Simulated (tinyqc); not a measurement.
# Surface Green function of a two-leg ladder, Sancho-Rubio decimation, step by step

Computed by the program tinyqc: `OMP_NUM_THREADS=1 python tinyqc.py 2680021 2680022 out.jsonl`, one thread of a shared Intel Xeon 2.30GHz, about 0.05 s for the whole run. Printed values are rounded.

A semi-infinite lead of cells 0, 1, 2, ... with H0 inside a cell and H1 = <cell i|H|cell i + 1>. One rung (site 1 on leg a, site 2 on leg b) is a cell; all hoppings enter with a minus sign. z = E + i eta.

Inputs (values chosen for the exercise): hopping along leg a ta = 1 eV; hopping along leg b tb = 0.54 eV; rung hopping tp = 1.39 eV; diagonal hopping from a to the next b td = 0.24 eV; site energy on leg b (0 on leg a) eb = 0.68 eV; energy E = 1.71 eV; broadening eta = 0.01 eV.

## The blocks

Read off from the list of hoppings.

H0 (eV):
```
       1      2
1      0  -1.39
2  -1.39   0.68
```

H1 (eV):
```
    1      2
1  -1  -0.24
2   0  -0.54
```

## Round 1: decimation

Start with e_s = e = H0, a = H1, b = H1^dagger. Each round: g = (z - e)^(-1); e_s <- e_s + a g b; e <- e + a g b + b g a; a <- a g a; b <- b g b (all with the old a, b). Round k joins cells 2^k apart.

g (1/eV):
```
                     1                    2
1  -5.866731-0.999113i   7.929582+1.271331i
2   7.929582+1.271331i  -9.745951-1.621059i
```

e_s after round 1 (eV):
```
                     1                    2
1  -2.621898-0.482247i   1.628899+0.476430i
2   1.628899+0.476430i  -2.161919-0.472701i
```

e after round 1 (eV):
```
                     1                    2
1  -8.488629-1.481360i   4.502858+0.923161i
2   4.502858+0.923161i  -3.286415-0.673422i
```

a after round 1 (eV):
```
                     1                    2
1  -3.963631-0.693994i   2.067627+0.309871i
2   4.281974+0.686519i  -1.814245-0.307936i
```

b after round 1 (eV):
```
                     1                    2
1  -3.963631-0.693994i   4.281974+0.686519i
2   2.067627+0.309871i  -1.814245-0.307936i
```

## Round 2: decimation

As before.

g (1/eV):
```
                      1                     2
1  0.1617453-0.0099780i  0.1477056+0.0006889i
2  0.1477056+0.0006889i  0.3307606-0.0173306i
```

e_s after round 2 (eV):
```
                     1                    2
1  -1.053139-0.190669i  -0.022691+0.169721i
2  -0.022691+0.169721i  -0.366077-0.153697i
```

e after round 2 (eV):
```
                     1                    2
1  -3.256378-0.521283i   1.293159+0.330862i
2   1.293159+0.330862i  -0.803450-0.233883i
```

a after round 2 (eV):
```
                     1                    2
1   1.814218+0.245434i  -0.902038-0.121099i
2  -1.605515-0.221539i   0.848088+0.108624i
```

b after round 2 (eV):
```
                     1                    2
1   1.814218+0.245434i  -1.605515-0.221539i
2  -0.902038-0.121099i   0.848088+0.108624i
```

## Round 3: decimation

As before.

g (1/eV):
```
                      1                     2
1  0.2308085-0.0135658i  0.1216611+0.0115983i
2  0.1216611+0.0115983i  0.4567594-0.0223375i
```

e_s after round 3 (eV):
```
                       1                      2
1  -0.3061786-0.0916151i  -0.6935232+0.0811984i
2  -0.6935232+0.0811984i   0.2373947-0.0746346i
```

e after round 3 (eV):
```
                     1                    2
1  -1.257752-0.252058i  -0.025942+0.158018i
2  -0.025942+0.158018i   0.136368-0.113153i
```

a after round 3 (eV):
```
                       1                      2
1   0.8870181+0.1077537i  -0.4508185-0.0521988i
2  -0.8109414-0.0978294i   0.4130031+0.0473449i
```

b after round 3 (eV):
```
                       1                      2
1   0.8870181+0.1077537i  -0.8109414-0.0978294i
2  -0.4508185-0.0521988i   0.4130031+0.0473449i
```

## Course of the decimation

Stop when the largest entry of a and b is below 1e-12 eV, or after 60 rounds. The last column is -Im Tr (z - e_s)^(-1)/pi. At the end g_s = (z - e_s)^(-1), and the bulk Green function is (z - e)^(-1).

Course of the iteration:
```
round  largest |a|, |b| (eV)  surface density of states (1/eV)
1                       4.34                       0.009783047
2                       1.83                        0.02038838
3                      0.894                        0.05235021
4                      0.505                         0.3579688
5                      0.501                         0.3502249
6                      0.414                         0.7697328
7                      0.301                         0.4932014
8                      0.103                         0.5313741
9                     0.0123                         0.5169362
10                   1.69e-4                         0.5171297
11                   3.21e-8                         0.5171298
12                   < 1e-12                         0.5171298
```

Converged in 12 rounds, which stand for 2^12 cells. E lies inside a band (1 open mode(s)), where only eta damps the waves, over about v/eta cells with v the group velocity in eV a cell.

## Self-energy, Dyson check and densities of states

converged surface Green function g_s (1/eV):
```
                      1                     2
1  0.1446150-0.6631500i  0.2605567+0.7965205i
2  0.2605567+0.7965205i  0.1600368-0.9614610i
```

converged bulk Green function (1/eV):
```
                      1                     2
1  0.1560664-0.3146400i  0.2381103+0.3976396i
2  0.2381103+0.3976396i  0.3328758-0.5248639i
```

Sigma = H1 g_s H1^dagger is what the lead adds to one more cell, and (z - H0 - Sigma)^(-1) must give g_s back. Densities of states: -Im of the diagonals over pi.

Sigma (eV):
```
                      1                     2
1  0.2789004-0.3362004i  0.1614414+0.3055157i
2  0.1614414+0.3055157i  0.0466667-0.2803620i
```

(z - H0 - Sigma)^(-1) (1/eV):
```
                      1                     2
1  0.1446150-0.6631500i  0.2605567+0.7965205i
2  0.2605567+0.7965205i  0.1600368-0.9614610i
```

```
orbital  surface density of states (1/eV)  bulk density of states (1/eV)
1                               0.2110872                      0.1001530
2                               0.3060426                      0.1670694
```

The surface cell holds 0.517 states per eV against 0.267 for a bulk cell.
